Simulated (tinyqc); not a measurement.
Adsorption as a lattice gas: isotherms with interactions, competition, desorption peaks and saturation dose: one step, computed by the program tinyqc. Command: `OMP_NUM_THREADS=1 python tinyqc.py 3007990 3007991 out.jsonl adsorb walk`. One thread of a shared host (Intel(R) Xeon(R) Processor @ 2.30GHz), about 0.1 s of CPU time with the checks.

One adsorbate per site; a molecule needs 2 empty sites. Gas and surface have the same temperature.

Question. Coverage with interactions. With u = w/(k_B T). Mean field: theta/(1 - theta) = y exp(-z u theta). Quasi-chemical: theta/(1 - theta) = y [(r - 1 + 2 theta)(1 - theta)/((r + 1 - 2 theta) theta)]^(-z/2) exp(-z u/2), r = sqrt(1 - 4 theta (1 - theta)(1 - exp(-u))).

Inputs (values chosen for the exercise, for a model surface): pair energy w (positive repels) = -0.049 eV; neighbours z = 4; temperature T = 883 K.

Adsorption: dissociative (second order).

y = 1.433943

Constants: k_B = 8.617333262e-05 eV/K.

Give: u; coverage, mean field; coverage, quasi-chemical.

Answer.

u = -0.6440

coverage, mean field = 0.9420

coverage, quasi-chemical = 0.9388
